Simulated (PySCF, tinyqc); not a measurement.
Inside a calculation. Method: G0W0 on RHF in the sto-3g basis, for BeH+, spin multiplicity 1. The lowest restricted solution is unstable here: a spin-polarised one lies 0.0019 hartree lower (PySCF). One step of it, computed by the program tinyqc.

Problem. G0W0 on Hartree-Fock: HOMO. W(p,q,m) = sqrt2 sum_ia (pq|ia) (X+Y)_ia,m; Sigma_c(x) = sum_(i,m) W^2/(x - e_i + w_m) + sum_(a,m) W^2/(x - e_a - w_m); solve x = e_p + Sigma_c(x) by Newton steps; Z = 1/(1 - dSigma/dx); 1 hartree = 27.211386 eV.

orbital energies (hartree): MO1 -4.997111, MO2 -0.662170, MO3 -0.254080, MO4 -0.127244, MO5 -0.127244, MO6 0.136175

Two-electron integrals over orbitals (pq|rs), unique and non-zero (hartree):
```
(11|11) 2.275665    (21|11) -0.170136   (21|21) 0.021279    (22|11) 0.455308
(22|21) -0.000539   (22|22) 0.468392    (31|11) -0.172359   (31|21) 0.017443
(31|22) -0.014525   (31|31) 0.026485    (32|11) 0.069746    (32|21) -0.005628
(32|22) -0.066727   (32|31) 0.001977    (32|32) 0.057032    (33|11) 0.530466
(33|21) -0.011212   (33|22) 0.324731    (33|31) 0.002794    (33|32) 0.033473
(33|33) 0.434934    (41|41) 0.015587    (42|41) 0.013987    (42|42) 0.044991
(43|41) 0.013815    (43|42) 0.033944    (43|43) 0.049122    (44|11) 0.569239
(44|21) -0.006020   (44|22) 0.351097    (44|31) -0.006073   (44|32) 0.036155
(44|33) 0.386317    (44|44) 0.449859    (51|51) 0.015587    (52|51) 0.013987
(52|52) 0.044991    (53|51) 0.013815    (53|52) 0.033944    (53|53) 0.049122
(54|54) 0.024249    (55|11) 0.569239    (55|21) -0.006020   (55|22) 0.351097
(55|31) -0.006073   (55|32) 0.036155    (55|33) 0.386317    (55|44) 0.401360
(55|55) 0.449859    (61|11) 0.087345    (61|21) -0.014240   (61|22) -0.009238
(61|31) -0.002659   (61|32) 0.007817    (61|33) 0.015418    (61|44) 0.002201
(61|55) 0.002201    (61|61) 0.016241    (62|11) -0.134271   (62|21) 0.001510
(62|22) 0.026230    (62|31) 0.008288    (62|32) -0.054128   (62|33) -0.014137
(62|44) -0.067893   (62|55) -0.067893   (62|61) 0.004365    (62|62) 0.119296
(63|11) 0.071233    (63|21) -0.003259   (63|22) -0.056748   (63|31) 0.005092
(63|32) 0.052444    (63|33) 0.053283    (63|44) 0.032983    (63|55) 0.032983
(63|61) 0.007431    (63|62) -0.058913   (63|63) 0.069027    (64|41) -0.007526
(64|42) -0.026402   (64|43) -0.009006   (64|64) 0.022930    (65|51) -0.007526
(65|52) -0.026402   (65|53) -0.009006   (65|65) 0.022930    (66|11) 0.485820
(66|21) -0.001622   (66|22) 0.474123    (66|31) -0.013267   (66|32) -0.070473
(66|33) 0.352101    (66|44) 0.354142    (66|55) 0.354142    (66|61) -0.007339
(66|62) 0.054607    (66|63) -0.060623   (66|66) 0.512655
```

excitation energies w (hartree): 0.489793  0.618118  0.618118  1.018691  4.795652  4.900976  4.900976  5.165750

X + Y:
```
             1          2          3          4         5          6         7          8
1>3  -0.002884   0.000000   0.000000  -0.006096  0.994394   0.000000  0.000000  -0.013612
1>4   0.000000  -0.010723  -0.000007   0.000000  0.000000   0.887126  0.454583   0.000000
1>5   0.000000   0.000007  -0.010723   0.000000  0.000000  -0.454583  0.887126   0.000000
1>6  -0.006157   0.000000   0.000000  -0.002447  0.014692   0.000000  0.000000   0.996750
2>3   0.901477   0.000000   0.000000  -0.099346  0.000145   0.000000  0.000000   0.000478
2>4   0.000000   0.930268   0.000596   0.000000  0.000000   0.001123  0.000576   0.000000
2>5   0.000000  -0.000596   0.930268   0.000000  0.000000  -0.000576  0.001123   0.000000
2>6   0.200387   0.000000   0.000000   0.874289  0.001206   0.000000  0.000000   0.000524
```

Give: The 12 largest terms at x = e_p; Newton steps; quasiparticle energy of the HOMO; Hartree-Fock value.

Solution.

The 12 largest terms at x = e_p (hartree; W for the signs of X + Y given):
```
q  m       W       term
6  4   0.155     -0.013
2  1  -0.077      0.012
3  4  -0.075  -3.94e-03
3  1   0.057  -3.66e-03
4  2   0.059  -3.02e-03
5  3   0.059  -3.02e-03
2  4   0.042   1.73e-03
6  1  -0.035  -9.66e-04
2  5  -0.021   8.84e-05
1  5   0.024   6.43e-05
4  6   0.018  -5.71e-05
5  7   0.018  -5.71e-05
```

Newton steps (hartree):
```
step       x  Sigma_c(x)      Z
0     -0.662      -0.014  0.955
1     -0.675      -0.013  0.954
2     -0.675      -0.013  0.954
```

quasiparticle energy of the HOMO = -18.377 eV

Hartree-Fock value = -18.019 eV
